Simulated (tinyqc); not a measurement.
Leakage currents through a thin dielectric: one step, computed by the program tinyqc.

Electrons leave an electrode with Fermi energy E_F above its band bottom; barriers are counted from the Fermi level, and both electrodes are alike.

Task: Transmission at the Fermi level. Field F = V/t; equivalent oxide thickness 3.9 t/k. WKB: a layer of mass m, field F and barrier b(x) = b_0 - e F x gives the exponent (4 sqrt(2 m)/(3 hbar e F)) [b_0^(3/2) - max(b_0 - e F t, 0)^(3/2)] for b_0 > 0; b_0 = barrier - (E - E_F); the transmission is D(E) = exp(-sum of exponents), without image force.

Inputs (values chosen for the exercise, modelled on HfO2):

| quantity | value | unit |
|---|---|---|
| barrier height phi_B | 1.68 | eV |
| tunnelling mass m | 0.19 | m_0 |
| thickness t | 1.4 | nm |
| voltage V | 0.54 | V |

Stack: single layer.

Constants: m_0 = 9.1093837015e-31 kg; e = 1.602176634e-19 C; hbar = 1.054571817e-34 J s.

Give: exponent of the dielectric; transmission D(E_F).

Result:

exponent of the dielectric = 7.4133

transmission D(E_F) = 6.0315e-04
